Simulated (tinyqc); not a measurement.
Worked calculation: Bethe-Salpeter matrix of a two-band chain (Tamm-Dancoff form). Values are carried at full precision from step to step, so a last printed digit may differ when a step is redone from the rounded ones.

One valence and one conduction band, lattice period 1, mesh k = 2 pi j/N. Pair energies D(k) = Eg + 2 t sum(1 - cos k), t = tc + tv. Screened attraction W(R) = U at R = 0 and V/|R| otherwise, R over the N cells with the nearest image; W(q) = sum_R W(R) cos(q R). H(k, k') = D(k) delta - W(k - k')/Nk + 2 J/Nk for singlets (J = 0 for triplets), Nk the number of k points. With a constant transition dipole the strength of a state is f = (sum_k A_k)^2/Nk, and the f sum to 1.

Parameters, chosen for this exercise:
```
symbol  value  unit  meaning
Eg      5.8    eV    quasiparticle gap
tc      0.98   eV    conduction hopping
tv      0.7    eV    valence hopping
U       1.09   eV    attraction in the same cell
V       0.65   eV    attraction at one cell distance
J       0.25   eV    exchange in the same cell
N       5            k points along each axis
```

## Pair energies and the kernel

List D(k), W(R) and W(q) on the mesh.

Mesh values (eV):
```
index j   D(k_j)  W(R = j)  W(q_j)
j0        5.8000    1.0900  3.0400
j1        8.1217    0.6500  0.9659
j2       11.8783    0.3250  0.2391
j3       11.8783    0.3250  0.2391
j4        8.1217    0.6500  0.9659
```

## The singlet matrix

Fill in H.

H (eV), rows j0, j1, j2, j3, j4 and columns alike:
$$\begin{pmatrix}
5.2920 & -0.0932 & 0.0522 & 0.0522 & -0.0932 \\
-0.0932 & 7.6137 & -0.0932 & 0.0522 & 0.0522 \\
0.0522 & -0.0932 & 11.3703 & -0.0932 & 0.0522 \\
0.0522 & 0.0522 & -0.0932 & 11.3703 & -0.0932 \\
-0.0932 & 0.0522 & 0.0522 & -0.0932 & 7.6137
\end{pmatrix}$$

## Exciton levels and strengths

Diagonalise. For the lowest state give the amplitudes A_k (norm 1, largest positive) and f = (sum_k A_k)^2/Nk, Nk the size of the matrix.

levels (eV): [5.2839, 7.5561, 7.6726, 11.2785, 11.4689]

amplitudes of the lowest state: j0 0.998, j1 0.039, j2 -0.008, j3 -0.008, j4 0.039

f of the lowest state = 0.224

The lowest state lies 0.5161 eV below the gap Eg = 5.8 eV and holds 22 % of the strength, against 20 % for one free pair. On a fine mesh the triplet and singlet bindings are 0.4939 and 0.3694 eV.

## Spectrum with and without the kernel

Distinct levels with their degeneracy and summed f, for singlets, beside the sorted triplet levels and free pairs.

Singlets:
```
E (eV)   degeneracy       f
5.2839            1  0.2245
7.5561            1  0.0000
7.6726            1  0.3780
11.2785           1  0.3976
11.4689           1  0.0000
```

triplet levels (eV): [5.1581, 7.4834, 7.5561, 11.0936, 11.4689]

free pairs (eV): [5.8000, 8.1217, 8.1217, 11.8783, 11.8783]

2 of the 5 singlets are dark; those whose amplitude vanishes at R = 0 also feel neither U nor J. The lowest singlet lies 0.1258 eV above the lowest triplet; first order gives 2 J f = 0.1402 eV with the f of the triplet envelope. The centre of the spectrum, sum f E = 8.5700 eV, equals mean D - U + 2J = 8.5700 eV.

## Checks

- Levels from the matrix in the electron-hole distance R against those in k: they agree to 1e-10 or better.

tinyqc: `OMP_NUM_THREADS=1 python tinyqc.py 1280433 1280434 out.jsonl`; about 0.1 s, one thread, shared Intel(R) Xeon(R) Processor @ 2.30GHz.
